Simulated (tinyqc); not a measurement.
Chip with leakage that grows with temperature, electro-thermal loop and runaway: effect of the temperature-independent switching power.

One temperature T for the device, T = T0 + Rth P(T), with P(T) = Pd + Pl (T/300 K)^2 exp[(q Ea/kB)(1/(300 K) - 1/T)]. The loop gain is Rth dP/dT; a solution is thermally stable when it is below one.

P'(T) = (P - Pd)(2/T + q Ea/(kB T^2)), G = Rth P'. T is the lowest solution and Tu the next, unstable one.

Values chosen for this exercise:
- T0 = 360 K (ambient temperature)
- Pl = 0.00084 W (leakage power at 300 K)
- Ea = 0.48 eV (activation energy of the leakage)
- Rth = 17 K/W (thermal resistance)

Constants: q = 1.602176634e-19 C, kB = 1.380649e-23 J/K. Results are converted to the units shown.

Result of one run:
```
Pd (W)	T (K)	P (W)	G	Tu (K)
0.68	372.4	0.7278	0.03699	536.9
```

What becomes of these results when the temperature-independent switching power Pd is changed from 0.68 to 3.2 W, all else the same?

Result of the changed run:
```
Pd (W)	T (K)	P (W)	G	Tu (K)
3.2	420.0	3.532	0.2051	516.9
```

The whole series:
```
Pd (W)	T (K)	P (W)	G	Tu (K)
0.68	372.4	0.7278	0.03699	536.9
0.88	375.9	0.9361	0.04263	535.7
1.1	379.8	1.167	0.04974	534.3
1.5	387.0	1.591	0.06552	531.6
1.9	394.4	2.024	0.08589	528.7
2.5	405.8	2.695	0.1282	523.8
3.2	420.0	3.532	0.2051	516.9
4.2	444.5	4.972	0.4288	502.4
```

As Pd goes from 0.68 to 4.2 W, T rises from 372.4 to 444.5 K, the power rises from 0.728 to 4.97 W and the loop gain rises from 0.0370 to 0.429. The gap between the stable and unstable solutions goes from 165 to 57.9 K. At Pd = 5.4 W no solution is left within 900 K of T0: thermal runaway. At Pd = 4.2 W T passes 425 K, beyond usual operating limits.

tinyqc, about 0.01 s, one thread, Intel Xeon 2.30GHz (shared host): `OMP_NUM_THREADS=1 python tinyqc.py 2520148 2520149 out.jsonl`
